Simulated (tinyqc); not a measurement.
Interfaces: Cahn-Hilliard equation on a periodic one-dimensional grid. Computed by tinyqc, a small Python program. Command: `OMP_NUM_THREADS=1 python tinyqc.py 3021858 3021859 out.jsonl cahn walk`. One thread of a shared host (Intel(R) Xeon(R) Processor @ 2.30GHz), about 0.05 s of CPU time with the checks.

Free energy F = h sum_j [A (c_j^2 - 1)^2/4 + (kappa/2) ((c_(j+1) - c_j)/h)^2]; dc/dt = Lap(mu), mu = A (c^3 - c) - kappa Lap(c), Lap(y)_j = (y_(j+1) - 2 y_j + y_(j-1))/h^2, mobility 1; the grid has n = 12 points.

Inputs (values chosen for the exercise, in reduced units): spacing h = 1.4; well depth A = 1.2; gradient coefficient kappa = 1.6; mean composition c0 = 0.053; noise amplitude = 0.02; time step dt = 0.13; end time = 100.

Scheme: explicit Euler.

Method:
- Start: c_j = c0 + amplitude x (z_j - mean of z).
- c(new) = c + dt Lap(mu).
- Run to the end time; break off if |c| exceeds 3 or F has risen by more than 1e-9 in more than 30 steps. Domains = stretches with c > c0.
- Continuum wall between c = -1 and +1: c = tanh(x/w), w = sqrt(2 kappa/A), energy s = (2/3) sqrt(2 kappa A). With two walls per domain, the estimate of F at the end is 2 x domains x s. Volume fraction of the +1 phase by the lever rule: (1 + c0)/2.

random numbers: [0.690, 0.823, 0.252, 0.911, -0.583, 0.063, 0.320, 0.391, -0.501, -0.737, 0.510, -0.304]

Course:
```
step      t        F      min c     max c  domains
0      0.00  5.01228   0.035202  0.068162        3
15     1.95  5.01124   0.037177  0.068867        2
38     4.94  5.01053   0.028908  0.080036        2
77    10.01  5.00611  -0.001689  0.114931        2
115   14.95  4.98525  -0.071363  0.190656        2
154   20.02  4.89340  -0.226187  0.348213        2
231   30.03  4.59348  -0.603234  0.694169        2
308   40.04  4.37184  -0.709936  0.753043        2
423   54.99  2.65602  -0.872448  0.862737        1
538   69.94  2.54107  -0.965584  0.972866        1
654   85.02  2.53958  -0.966421  0.976285        1
769   99.97  2.53794  -0.964787  0.977336        1
```

F at the end = 2.53794

c at the end: [0.690995, 0.929342, 0.977336, 0.962079, 0.847818, 0.393922, -0.535195, -0.890097, -0.964787, -0.938369, -0.749890, -0.087153]

wall half width w = 1.6330

wall energy s = 1.3064

estimate of F = 2.6128

volume fraction = 0.5265

w/h = 1.1664

The run ends at F = 2.5379, 0.97 of the estimate: the walls are well formed.
